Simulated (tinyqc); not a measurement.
On-chip power grid, static voltage drop by conjugate gradients: one step of the calculation.

A grid of 4 rows and 3 columns, node k = 3 row + column. Neighbours in a row are joined by Rx, in a column by Ry; pad nodes, which reach the supply through Rp: 0, 9. Each node draws I0, node 2 draws kh I0. The drops u = Vdd - V solve G u = i, with G the conductance matrix (1/Rp added on the diagonal at pad nodes).

Problem. Diagonal of G, loads and first direction. G_kk = sum of the conductances at node k. Start u = 0, so the residual is r = i; p = r.

Parameters, values chosen for the exercise:

| symbol | value | unit | meaning |
|---|---|---|---|
| Rx | 0.98 | ohm | resistance of a horizontal segment |
| Ry | 0.15 | ohm | resistance of a vertical segment |
| Rp | 0.063 | ohm | resistance from a pad node to the supply |
| I0 | 10 | mA | load current of an ordinary node |
| kh | 5 |  | factor on the load at the hot node |

Give: G_kk; r at the start; p at the start.

Solution.

G_kk (S):
```
       col 0  col 1  col 2
row 0  23.56  8.707  7.687
row 1  14.35  15.37  14.35
row 2  14.35  15.37  14.35
row 3  23.56  8.707  7.687
```

r at the start (mA):
```
       col 0  col 1  col 2
row 0  10.00  10.00  50.00
row 1  10.00  10.00  10.00
row 2  10.00  10.00  10.00
row 3  10.00  10.00  10.00
```

p at the start (mA):
```
       col 0  col 1  col 2
row 0  10.00  10.00  50.00
row 1  10.00  10.00  10.00
row 2  10.00  10.00  10.00
row 3  10.00  10.00  10.00
```

Numbers from tinyqc (`OMP_NUM_THREADS=1 python tinyqc.py 2770122 2770123 out.jsonl`; about 0.07 s on one thread of a shared Intel Xeon 2.30GHz).
